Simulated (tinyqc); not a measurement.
# Worked calculation: p-type polysilicon, carrier trapping at grain boundaries

Program tinyqc, `OMP_NUM_THREADS=1 python tinyqc.py 2830198 2830199 out.jsonl`; Intel Xeon 2.30GHz, shared host, one thread, about 0.01 s. Printed values are rounded.

One-dimensional grains of size Lg, uniform ionised doping N, monovalent traps Qt at each boundary at a depth Et below (for electrons) or above (for holes) the band edge there, abrupt depletion of width W on each side of a boundary, Boltzmann statistics. xi is the distance from the band edge at the grain centre to the Fermi level. Trapped charge Qt/(1 + exp((xi + VB - Et)/Vt)) = 2 N W, barrier VB = q N W^2/(2 eps0 eps_r).

Parameters, values chosen for the exercise; values of the order met in polycrystalline silicon:
```
symbol,value,unit,meaning
T,300,K,temperature
eps_r,11.7,,relative permittivity
NB,2.65e19,cm^-3,valence-band density of states at T
Lg,32,nm,grain size
Qt,1.8e12,cm^-2,trap density of a grain boundary
Et,0.36,eV,depth of the trap level from the majority band edge at the boundary
ms,0.58,m0,mass for thermionic emission
fe,1,,correction factor of the emission rate
mug,170,cm^2/(V s),mobility inside the grains
N,2.4e18,cm^-3,doping
```

Constants: q = 1.602176634e-19 C, kB = 1.380649e-23 J/K, m0 = 9.1093837015e-31 kg, Vt = kB T/q, eps0 = 8.8541878128e-14 F/cm where lengths are in cm. Results are converted to the units shown.

## Starting value

W = 3 nm.

W at the start = 3 nm

## Iteration 1: new W

Partly depleted grain, xi = Vt ln(NB/N): f = 1/(1 + exp((xi + VB - Et)/Vt)), g = Qt f - 2 N W, g' = -2 Qt f (1 - f) VB/(W Vt) - 2 N, W(new) = W - g/g'.

VB = 0.0167032 V
f = 0.999981
g = 3.59966e11 cm^-2
g' = -4.80015e11 cm^-2/nm
W after iteration 1 = 3.74991 nm

## Iteration 2: new W

As before.

VB = 0.0260974 V
f = 0.999973
g = -3.91298e6 cm^-2
g' = -4.80026e11 cm^-2/nm
W after iteration 2 = 3.74990 nm

## Course of the iteration

Stop when the step is below 1e-10 nm, or after 40 iterations.

Course of the iteration:
```
iteration  W before the step (nm)  step (nm)
1                               3      0.750
2                         3.74991   -8.15e-6
3                         3.74990    < 1e-13
```

Converged in 3 iterations.

## Depletion width, Fermi level and barrier

If the trap equation with xi = Vt ln(NB/N) has a root W < Lg/2, the grain is partly depleted; otherwise W = Lg/2 and the trap equation gives xi = Et - VB + Vt ln(Qt/(N Lg) - 1). N* = Qt/Lg.

N* = 5.625e17 cm^-3
W = 3.74990 nm
xi = 0.0620881 V
VB = 0.0260973 V
share of traps filled = 0.999973

N is 4.27 N*, and the grain is partly depleted; VB = 1.01 Vt.

## Resistivity and effective mobility

n0 = NB exp(-xi/Vt); mean density n0 (1 - 2 W/Lg) by charge balance in a partly depleted grain, and n0 (sqrt(pi)/2) erf(u)/u with u = sqrt(VB/Vt) in a fully depleted one; v = sqrt(kB T/(2 pi ms m0)); barrier resistivity Vt exp(VB/Vt)/(q fe n0 v Lg); grain resistivity (1 - 2 W/Lg)/(q n0 mug); effective mobility 1/(q mean density total resistivity).

n0 = 2.4e18 cm^-3
mean density = 1.83752e18 cm^-3
v = 3.53227e6 cm/s
barrier resistivity = 0.0163224 ohm cm
grain resistivity = 0.0117125 ohm cm
resistivity = 0.0280349 ohm cm
effective mobility = 121.160 cm^2/(V s)

The resistivity is 1.83 times that of a single crystal with the same N and mobility mug, and the mean density is 76.6 % of N.
